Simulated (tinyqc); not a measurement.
Photoconductance decay in a wafer: bulk and surface recombination modes, and iron detection by pair splitting: one step, computed by the program tinyqc.

Both faces of the wafer have the same S; injection is low and all coefficients are constant. x runs from -W/2 to W/2.

Problem. Effective lifetime. Even modes cos(a x) obey b tan b = S W/(2 D) with b = a W/2, odd modes sin(a x) obey -b cot b = S W/(2 D); each decays at the rate 1/tau_b + D a^2. tau_eff is the decay time of the first mode. The surface time is 1/(D a^2) of that mode; shortcuts for it are W/(2 S), W^2/(pi^2 D) and their sum, whose error is sum/surface time - 1.

Inputs (values chosen for the exercise, modelled on p-type silicon): thickness W = 200 micrometre; diffusivity D = 22.8 cm^2/s; bulk lifetime tau_b without iron = 42 microsecond; surface recombination velocity S = 48000 cm/s.

Give: tau_eff; surface time; W/(2 S); W^2/(pi^2 D); error of the sum; tau_eff/tau_b.

Solution.

tau_eff = 1.864 microsecond

surface time = 1.950 microsecond

W/(2 S) = 0.2083 microsecond

W^2/(pi^2 D) = 1.778 microsecond

error of the sum = 1.833 %

tau_eff/tau_b = 0.04437

The surfaces are fast, and diffusion to them sets the surface time. tau_eff is only 0.044 of tau_b, so it understates the bulk lifetime.
